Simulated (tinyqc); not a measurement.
# Cell and bit-line capacitance from two signals

Inverse problem. In a DRAM a freshly written one gives the bit-line signal (Vd/2) Cs/(Cs + Cb). Find Cs and Cb.

Values chosen for this exercise: array voltage Vd = 1.2 V.

signal of a fresh one without and with 10 fF added to the bit line (mV): 158.62069  142.26804

Answer. (Vd/2)/signal = 1 + Cb/Cs, and the added capacitance raises it by its ratio to Cs.

Cs = 23.0 fF
Cb = 64.0 fF

Numbers from tinyqc (`OMP_NUM_THREADS=1 python tinyqc.py 2130101 2130102 out.jsonl`; about 0.01 s on one thread of a shared Intel Xeon 2.30GHz).
